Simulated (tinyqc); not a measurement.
Threshold-voltage variability of a planar MOSFET, analytic estimates: one step of the calculation.

Three independent sources add in quadrature: random dopants in the depleted layer, metal-gate grains of two orientations, and roughness of the two gate edges acting through the roll-off VT = VT(long) - Vr exp(-L/l). These are first-order estimates: no three-dimensional electrostatics, no percolation.

Task. Margin in standard deviations for the wanted yield. Cells fail independently with probability Q(k) = erfc(k/sqrt(2))/2 when the margin is k standard deviations, and Y = exp(-Nb Q(k)). phi = exp(-k^2/2)/sqrt(2 pi). Newton steps on ln Q(k) = ln(-ln(Y)/Nb): k(new) = k + [ln Q - ln(-ln(Y)/Nb)] Q/phi.

Inputs (values chosen for the exercise):
- Nb = 33554432 (number of cells)
- Y = 0.99 (wanted yield)

k at the start = 2

Wanted: Q(k); phi; k after iteration 1.

Result.

Q(k) = 0.02275
phi = 0.05399
k after iteration 1 = 9.646

Computed by the program tinyqc: `OMP_NUM_THREADS=1 python tinyqc.py 2090079 2090080 out.jsonl`, one thread of a shared Intel Xeon 2.30GHz, about 0.01 s for the whole run.
